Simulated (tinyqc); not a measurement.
Froehlich polaron in a polar crystal: one step, computed by the program tinyqc. Command: `OMP_NUM_THREADS=1 python tinyqc.py 3015435 3015436 out.jsonl frohlich walk`. One thread of a shared host (Intel(R) Xeon(R) Processor @ 2.30GHz), about 0.04 s of CPU time with the checks.

One electron in a parabolic band of mass m*, coupled to dispersionless LO phonons in the continuum model. Energies are in units of hbar omega unless marked, wave numbers in k_0 = sqrt(2 m* omega/hbar).

Task: Mobility at low temperature. Scattering by absorption of an LO phonon: 1/tau = 2 alpha omega n, n = 1/(exp(hbar omega/(k_B T)) - 1); mu = e tau/m*, the weak-coupling result for k_B T well below hbar omega.

Inputs (values chosen for the exercise, modelled on magnesium oxide): band mass m* = 0.407 m_0; LO phonon energy hbar omega = 89 meV; temperature T = 77 K.

coupling constant alpha = 1.808644

Constants: k_B = 8.617333262e-05 eV/K; hbar = 6.582119569e-16 eV s; e = 1.602176634e-19 C; m_0 = 9.1093837015e-31 kg.

Give: phonon occupation n; lifetime tau; mobility.

Result:

phonon occupation n = 1.496e-06

lifetime tau = 1.367e+06 fs

mobility = 5.908e+06 cm^2/(V s)

Caution: this mobility formula holds for weak coupling and k_B T well below hbar omega, and it leaves out all other scattering.
